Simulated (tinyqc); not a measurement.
Inside a calculation: interband optics of a two-band s-p chain from momentum matrix elements. Values are carried at full precision from step to step, so a last printed digit may differ when a step is redone from the rounded ones.

H(k) = [[Es - 2 ts cos ka, 2i V sin ka], [-2i V sin ka, Ep_ + 2 tp cos ka]] in the basis s, p; the lower band is full, with two electrons a cell. The velocity operator times hbar is W = dH/dk (eV angstrom); intra-atomic dipoles are left out.

Constants: hbar^2/2m0 = 3.80998211 eV angstrom^2; e^2/(4 pi eps0) = 14.39964547 eV angstrom.

Inputs chosen for the exercise:

| symbol | value | unit | meaning |
|---|---|---|---|
| a | 3.67 | angstrom | period |
| Es | 1.99 | eV | upper orbital (s) |
| Ep_ | -2.88 | eV | lower orbital (p) |
| ts | 0.58 | eV | s-s hopping |
| tp | 0.66 | eV | p-p hopping |
| V | 1.01 | eV | s-p hopping |
| k | 0.16 | 2 pi/a | wave vector |
| N | 12 |  | k points |
| Ar | 7 | angstrom^2 | cross-section per chain |
| eta | 0.3 | eV | Lorentzian half width |
| E | 4.81 | eV | photon energy |

## Hamiltonian and velocity at one k

Form H and W = dH/dk.

H (eV):
```
          s        p
s    1.3684  1.7055i
p  -1.7055i  -2.1727
```

W (eV angstrom):
```
          s        p
s    3.5945  3.9723i
p  -3.9723i  -4.0903
```

## Matrix element between the bands

Diagonalise H, transform W, and form w = |W_cv|^2, the Kane-type energy w/c and the oscillator strength f = w/(c D), c = hbar^2/2m0, D = Ec - Ev.

Ev, Ec (eV): -2.8606  2.0563

weights:
```
        v       c
s  0.1399  0.8601
p  0.8601  0.1399
```

slopes dEv/dk, dEc/dk (eV angstrom): -5.771  5.275

w = 0.038 eV^2 angstrom^2
w/c = 0.010 eV
f = 0.002

## Transitions on the mesh

At each k_j = (j + 1/2)/N (2 pi/a) up to the zone edge give D = Ec - Ev, w = |<c|W|v>|^2 and f = w/(c D), c = hbar^2/2m0; the other half of the zone repeats the values.

Transitions:

| k (2 pi/a) | D (eV) | w (eV^2 angstrom^2) | f |
|---|---|---|---|
| 0.0417 | 2.6864 | 37.670 | 3.681 |
| 0.1250 | 4.2276 | 2.855 | 0.177 |
| 0.2083 | 5.7537 | 2.469 | 0.113 |
| 0.2917 | 6.7534 | 16.859 | 0.655 |
| 0.3750 | 7.2134 | 37.062 | 1.349 |
| 0.4583 | 7.3404 | 52.643 | 1.882 |

D runs from 2.686 to 7.340 eV on the mesh; f is largest at k = 0.0417.

## Dielectric function from the table

With w(k) = |<c|W|v>|^2 and D(k) = Ec - Ev, on the mesh k_j = (j + 1/2)/N (2 pi/a): eps(E) = 1 + (8 pi e2/(a Ar)) mean_j (w/D^2) [1/(D - E - i eta) + 1/(D + E + i eta)], e2 = e^2/(4 pi eps0); light polarised along the chains, no local fields.

Take the mean over the rows. Also eps(0) at eta = 0, and the effective electrons per cell n_eff = 2 mean(f).

eps(E) = -0.890+1.297i
eps(0) = 11.709
n_eff = 2.619

On a mesh of 2000 points the values are -0.979+1.256i, 12.644 and 2.664. n_eff need not equal the 2 electrons of the cell: a two-orbital basis with chosen hoppings does not obey the sum rule of free electrons. E lies within, or within 2 eta of, the range of transitions of the band (2.39 to 7.35 eV); their spacing on this mesh (up to 1.54 eV) exceeds eta, so eps(E) depends on where the few mesh points fall.

## Checks

- Curvature of the lower band against <v|d2H/dk2|v> - 2 w/D (eV angstrom^2): both 8.899.
- Zone mean of 2 w/D against the zone mean of <v|d2H/dk2|v>, the f-sum rule of a full band (eV angstrom^2): both 10.149.

(tinyqc, `OMP_NUM_THREADS=1 python tinyqc.py 1682471 1682472 out.jsonl`, Intel(R) Xeon(R) Processor @ 2.30GHz, 1 thread, shared host, about 0.01 s.)
